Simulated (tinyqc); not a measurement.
Inside a calculation. Method: coupled-perturbed Hartree-Fock on RHF in the sto-3g basis, for HeH+, spin multiplicity 1. The polarisability along this axis is zero because the basis has no function that the field can mix in; the real value is not. One step of it, computed by the program tinyqc.

Problem. Iteration 9 (converged): orbitals. Diagonalise F' = X^T F X, C = X C', fill 1 alpha and 1 beta electrons from the bottom; D = 2 C_occ C_occ^T. Each column has its largest component positive (the first on a tie).

converged F (hartree):
```
,1He 1s,2H 1s
1He 1s,-1.538406,-0.954580
2H 1s,-0.954580,-0.765110
```

X:
```
,1,2
1He 1s,0.988231,0.579670
2H 1s,-0.988231,0.579670
```

Give: F' = X^T F X; orbital energies; coefficients C; D after iteration 9.

Solution.

F' = X^T F X (hartree):
```
,1,2
1,-0.385,-0.443
2,-0.443,-1.416
```

orbital energies (hartree): MO1 -1.580, MO2 -0.221

coefficients C:
```
,MO1,MO2
1He 1s,0.887,-0.725
2H 1s,0.200,1.128
```

D after iteration 9:
```
,1He 1s,2H 1s
1He 1s,1.574,0.355
2H 1s,0.355,0.080
```
